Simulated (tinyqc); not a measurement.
Mobility against temperature: two scattering mechanisms together, and the Matthiessen rule.

Non-degenerate electrons. 1/tau(x) = x^(1/2)/tA + 1/(tI x^(3/2)), x = E/kT, with tA = ta (T/300)^(-3/2) and tI = ti (T/300)^(3/2) (the screening logarithm is held fixed). <tau> = integral x^(3/2) tau exp(-x) dx/Gamma(5/2); mu = <tau>/(mc m0/e), m0/e = 5.685630e-12 kg/C. Matthiessen: 1/mu = 1/muA + 1/muI with <tau>A = tA Gamma(2)/Gamma(5/2), <tau>I = tI Gamma(4)/Gamma(5/2).

Parameters, chosen for this exercise (out of a larger set: masses near those of Ge; tau0 is set for a mobility of the usual size at this n, kL is a free input; freeze-out and phonon drag, which matter near 77 K, are left out; not measured data): ta = 110 fs (acoustic tau at E = kT and 300 K); ti = 82 fs (impurity tau at E = kT and 300 K); mc = 0.1161 m0 (conductivity mass).

rH = <tau^2>/<tau>^2. ta and ti are inputs of their own, not tied to tau0.

Mobilities (cm^2/(V s)):
```
T (K),acoustic,impurity,Matthiessen,exact,rH,Matthiessen/exact
40,2.57e+04,273,270,264,1.842,1.023
60,1.40e+04,501,484,453,1.702,1.070
80,9.10e+03,772,712,625,1.550,1.139
120,4.96e+03,1.42e+03,1.10e+03,853,1.316,1.293
160,3.22e+03,2.18e+03,1.30e+03,933,1.181,1.395
220,2.00e+03,3.52e+03,1.27e+03,899,1.084,1.418
300,1.25e+03,5.61e+03,1.02e+03,765,1.038,1.340
400,814,8.63e+03,744,601,1.030,1.238
550,505,1.39e+04,487,427,1.044,1.142
```

The exact mobility peaks at 160 K of those listed. The two mechanisms are equal between 160 and 220 K. The rule overestimates everywhere, most at 220 K (by 42 %), since impurities stop the slow electrons and phonons the fast ones. rH runs between 1.030 and 1.842; the pure limits are 1.178 and 1.933, and the mixture dips below both, since the opposite energy slopes of the two rates leave tau nearly constant. Optical and intervalley phonons, left out, lower real mobilities above about 150 K.

Run: tinyqc, `OMP_NUM_THREADS=1 python tinyqc.py 1682229 1682230 out.jsonl`; Intel(R) Xeon(R) Processor @ 2.30GHz, one thread, shared host; about 0.01 s of CPU time with all checks.
